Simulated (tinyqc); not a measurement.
Inside a calculation. Model: ballistic Schottky-barrier transistor with a two-dimensional channel, WKB contacts.

tinyqc, about 0.4 s, one thread, Intel Xeon 2.30GHz (shared host): `OMP_NUM_THREADS=1 python tinyqc.py 2390132 2390133 out.jsonl` Printed values are rounded.

Source Fermi level 0, drain Fermi level -Vd. Far from the contacts Ec = pn - psi, and the gate moves psi one to one; the band edges relax as exp(-x/lam) from pn at the source and pn - Vd at the drain; Ev = Ec - Eg. A carrier of energy w inside the channel band meets at a contact a barrier of height D (the contact edge beyond the channel edge): T = 1 for w >= D, else exp(-S), S = 4 lam sqrt(m/C) [sqrt(D - w) - sqrt(w) arctan sqrt((D - w)/w)], C = hbar^2/(2 m0). The two contacts combine as Ts Td/(Ts + Td - Ts Td).

Parameters, values chosen for the exercise; channel values close to those of a tungsten diselenide layer:
- T = 300 K (temperature)
- Eg = 1.4 eV (band gap)
- pn = 0.9 eV (barrier for electrons at both contacts)
- mn = 0.34 m0 (electron mass)
- mp = 0.42 m0 (hole mass)
- g = 2 (valleys or subbands)
- lam = 4.8 nm (screening length at the contacts)
- Vd = 0.3 V (drain bias)
- ps = 0.79 V (band shift psi of the channel by the gate)
- w0 = 0.17 eV (energy of one carrier inside the channel band)
- wm = 0.97 eV (upper end of the grid)
- nE = 17 (points of the grid)

Constants: q = 1.602176634e-19 C, kB = 1.380649e-23 J/K, hbar = 1.054571817e-34 J s, h = 6.62607015e-34 J s, m0 = 9.1093837015e-31 kg, Vt = kB T/q, hbar^2/(2 m0) = 0.0380998212 eV nm^2. Results are converted to the units shown.

Range of the model: No scattering, image-force lowering, channel charge or band-to-band tunnelling; parabolic kappa overstates S deep in the gap.

## Band edges and barriers

Electrons: Ds = psi, Dd = psi - Vd, Es = Ec, Ed = Ec + Vd. Holes: Ds = -psi, Dd = Vd - psi, Es = -Ev, Ed = -Ev - Vd. The size of each current is taken; both flow from drain to source and add.

Ec = 0.11 eV
Ev = -1.29 eV
D for electrons (eV): source 0.7900000, drain 0.4900000
D for holes (eV): source -0.7900000, drain -0.4900000

A negative D is no barrier. Here the electrons carry the larger current.

## Transmission of one of the electrons

S and T at both contacts for w = w0, and the tunnelling distance lam ln(D/w) at the higher barrier.

S at the source = 19.42269
S at the drain = 10.19326
combined T = 3.671045e-9
tunnelling distance = 7.373926 nm

## Current of the electrons on a coarse grid

I/W = g (2 q^2/h) int T(w) [N(Es + w) - N(Ed + w)] dw with w the energy of motion along the channel, N(y) = (1/2 pi) sqrt(pi m kB T/C) Fm(-y/kB T), Fm(x) = (1/sqrt(pi)) int_0^infinity u^(-1/2)/(1 + exp(u - x)) du. Electrons: Ds = psi, Dd = psi - Vd, Es = Ec, Ed = Ec + Vd. Holes: Ds = -psi, Dd = Vd - psi, Es = -Ev, Ed = -Ev - Vd. The size of each current is taken; both flow from drain to source and add. Simpson's rule on nE equally spaced w from 0 to wm.

w, point 0 to 16 (eV): [0.0000000, 0.0606250, 0.1212500, 0.1818750, 0.2425000, 0.3031250, 0.3637500, 0.4243750, 0.4850000, 0.5456250, 0.6062500, 0.6668750, 0.7275000, 0.7881250, 0.8487500, 0.9093750, 0.9700000]
Ts, point 0 to 16: [7.244819e-23, 4.355195e-14, 5.791685e-11, 8.820403e-9, 4.303560e-7, 9.999743e-6, 1.353150e-4, 0.001198856, 0.007484177, 0.03451461, 0.1210506, 0.3271844, 0.6765992, 0.9980352, 1, 1, 1]
Td, point 0 to 16: [3.659396e-18, 1.280096e-9, 9.604645e-7, 7.952729e-5, 0.002015423, 0.02294119, 0.1404560, 0.4995548, 0.9862440, 1, 1, 1, 1, 1, 1, 1, 1]
T, point 0 to 16: [7.244676e-23, 4.355046e-14, 5.791336e-11, 8.819425e-9, 4.302643e-7, 9.995486e-6, 1.352031e-4, 0.001197418, 0.007483396, 0.03451461, 0.1210506, 0.3271844, 0.6765992, 0.9980352, 1, 1, 1]
size of the supply difference, point 0 to 16 (1/um): [1.904001, 0.1841301, 0.01766229, 0.001692888, 1.622469e-4, 1.554968e-5, 1.490275e-6, 1.428273e-7, 1.368851e-8, 1.311901e-9, 1.257320e-10, 1.205010e-11, 1.154876e-12, 1.106828e-13, 1.060779e-14, 1.016646e-15, 9.743494e-17]
current = 7.341635e-9 uA/um

A converged quadrature gives 7.342e-9 uA/um; this grid is within 0.01 % of that. 0.00562 % of it passes over both barriers, the rest tunnels. The other carrier adds 1.41e-14 uA/um.
